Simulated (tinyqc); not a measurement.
Band bending at a free surface with one surface level, surface photovoltage and Kelvin probe: two steps of the calculation.

n-type bulk, xi = Ec - EF = Vt ln(Nc/Nd), p0 = ni^2/Nd, ni = sqrt(Nc Nv) exp(-Eg/(2 Vt)), Eg in volts. b is the upward band bending, u = b/Vt. Space charge per area, in units of q: Qc = sign(b) sqrt((2 eps0 eps_r Vt/q) [(Nd + dn)(exp(-u) - 1) + Nd u + (p0 + dn)(exp(u) - 1)]), with dn the excess density under light (flat quasi-Fermi levels; 0 in the dark). The level holds -Ns f, f = 1/(1 + exp((xi + b - Es)/Vt)). Neutrality: Qc + Qf + (charge of the states) = 0.

Inputs (values chosen for the exercise); band and dielectric values close to those of silicon:
- T = 300 K (temperature)
- Eg = 1.11 eV (band gap)
- eps_r = 11.6 (relative permittivity)
- Nc = 2.83e19 cm^-3 (conduction-band density of states at T)
- Nv = 2.68e19 cm^-3 (valence-band density of states at T)
- chi = 4.1 eV (electron affinity)
- Nd = 2.3e15 cm^-3 (donor density)
- dn = 1.7e14 cm^-3 (excess carrier density under light)

Constants: q = 1.602176634e-19 C, kB = 1.380649e-23 J/K, Vt = kB T/q, eps0 = 8.8541878128e-14 F/cm where lengths are in cm. Results are converted to the units shown.

Question 1. Bulk quantities. xi, ni, p0, the Debye length sqrt(eps0 eps_r Vt/(q Nd)) and the flat-band work function chi + xi.

Wanted: xi; ni; p0; Debye length; chi + xi.

Answer 1.

xi = 0.24347 eV
ni = 1.3073e10 cm^-3
p0 = 74304 cm^-3
Debye length = 84.885 nm
chi + xi = 4.3435 eV

Question 2. Surface photovoltage. Under chopped light the surface charge keeps its dark value, so b falls to bL with Qc(bL, dn) = Qc(b, 0); the photovoltage is b - bL. Qc rises with b, so bL follows by bisection.

converged b = 0.24535156 V

Find: bL; photovoltage; share of b removed; excess holes at the surface, dn exp(bL/Vt).

Answer 2.

bL = 0.1107 V
photovoltage = 134.7 mV
share of b removed = 54.90 %
excess holes at the surface, dn exp(bL/Vt) = 1.229e16 cm^-3

Computed by the program tinyqc: `OMP_NUM_THREADS=1 python tinyqc.py 2430034 2430035 out.jsonl`, one thread of a shared Intel Xeon 2.30GHz, about 0.01 s for the whole run.
